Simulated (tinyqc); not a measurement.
From results back to parameters: cyclotron resonance of ellipsoidal valleys, Ge type. Three cases, with inputs chosen for the exercise.

Problem. The cyclotron masses of the valleys [111] and [11-1] at this angle were computed from hidden ml and mt.

Valleys along [111], [-111], [1-11], [11-1], mass ml along the axis and mt across it. B lies in the (1-10) plane, b = (sin(theta)/sqrt2, sin(theta)/sqrt2, cos(theta)). For the angle phi between B and the axis, 1/mc^2 = cos^2(phi)/mt^2 + sin^2(phi)/(mt ml). Resonance: h nu = 2 muB B/mc, h = 2 pi hbar.

Case 1.

Values chosen (out of a larger set: near those of Ge; not measured data): theta = 39 degrees (angle of B from [001] towards [110]).

mc of [111] = 0.089166 m0
mc of [11-1] = 0.364165 m0

Case 2.

Values chosen (out of a larger set: near those of Ge; not measured data): theta = 23 degrees (angle of B from [001] towards [110]).

mc of [111] = 0.094307 m0
mc of [11-1] = 0.263121 m0

Case 3.

Values chosen (out of a larger set: near those of Ge; not measured data): theta = 48 degrees (angle of B from [001] towards [110]).

mc of [111] = 0.079521 m0
mc of [11-1] = 0.255104 m0

Find: X = 1/mt^2; Y = 1/(mt ml); mt; ml.

Solution.

Case 1.

X = 1/mt^2 = 135.21
Y = 1/(mt ml) = 6.996
mt = 0.086 m0
ml = 1.66 m0

With cos^2(phi) = 0.9265 and 0.0042, the two values of 1/mc^2 are linear equations for X and Y; mt = 1/sqrt(X), ml = sqrt(X)/Y.

Case 2.

X = 1/mt^2 = 152.42
Y = 1/(mt ml) = 7.924
mt = 0.081 m0
ml = 1.56 m0

With cos^2(phi) = 0.7233 and 0.0451, the two values of 1/mc^2 are linear equations for X and Y; mt = 1/sqrt(X), ml = sqrt(X)/Y.

Case 3.

X = 1/mt^2 = 160.23
Y = 1/(mt ml) = 7.966
mt = 0.079 m0
ml = 1.59 m0

With cos^2(phi) = 0.9862 and 0.0486, the two values of 1/mc^2 are linear equations for X and Y; mt = 1/sqrt(X), ml = sqrt(X)/Y.

Computed by tinyqc, one run a case: `OMP_NUM_THREADS=1 python tinyqc.py N N+1 out.jsonl` with N = 1252202, 1252432, 1252609; one thread of a shared Intel(R) Xeon(R) Processor @ 2.30GHz, about 0.01 s a run at most.
